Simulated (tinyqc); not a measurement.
One-dimensional ballistic tunnel FET, two-band WKB: effect of temperature.

A p-type source for x < 0 with its Fermi level at 0 and its valence edge at ds; in the channel the bands fall as D exp(-x/lam) towards their flat values, with the conduction edge at Ec = ds - dP and D = dP + Eg. The gate moves dP one to one. The drain Fermi level lies at -Vd and the drain side reflects nothing. For w = E - Ec between 0 and dP an electron crosses the gap. Two-band dispersion with equal masses m: inside the gap kappa = sqrt(m u (1 - u/Eg)/C), u the distance from a band edge, C = hbar^2/(2 m0).

S(w) = 2 lam int_0^Eg kappa(u) du/(w + Eg - u) = 2 pi lam sqrt(m/(C Eg)) [w + Eg/2 - sqrt(w (w + Eg))], T(w) = exp(-S). I = g (2 q^2/h) int_0^dP T(w) [f(E) - f(E + Vd)] dw, E = ds - dP + w, f(x) = 1/(1 + exp(x/Vt)). Swing = d(dP)/d(log10 I).

Parameters, values chosen for the exercise; band and dielectric values close to those of indium phosphide:
- Eg = 1.34 eV (band gap)
- m = 0.086 m0 (band-edge mass of the two-band model)
- lam = 3.2 nm (screening length of the source junction)
- ds = 0.13 eV (source valence edge above the source Fermi level)
- Vd = 0.5 V (drain bias)
- g = 2 (number of degenerate subbands (spin apart))
- dP = 0.39 eV (tunnelling window Ev(source) - Ec(channel))

Constants: q = 1.602176634e-19 C, kB = 1.380649e-23 J/K, hbar = 1.054571817e-34 J s, h = 6.62607015e-34 J s, m0 = 9.1093837015e-31 kg, Vt = kB T/q, hbar^2/(2 m0) = 0.0380998212 eV nm^2. Results are converted to the units shown.

Effect of temperature:

| T (K) | I (uA) | swing (mV/decade) | Vt ln 10 (mV/decade) |
|---|---|---|---|
| 77 | 0.006090 | 152.7 | 15.28 |
| 150 | 0.006304 | 155.3 | 29.76 |
| 200 | 0.006529 | 158.0 | 39.68 |
| 250 | 0.006809 | 161.2 | 49.61 |
| 300 | 0.007131 | 164.7 | 59.53 |
| 350 | 0.007476 | 168.4 | 69.45 |
| 400 | 0.007830 | 172.0 | 79.37 |

I rises from 0.00609 to 0.00783 uA, and the swing rises from 153 to 172 mV/decade, while the thermionic limit rises from 15.3 to 79.4 mV/decade. Gap and mass are held fixed.

Program tinyqc, `OMP_NUM_THREADS=1 python tinyqc.py 2620166 2620167 out.jsonl`; Intel Xeon 2.30GHz, shared host, one thread, about 0.01 s.
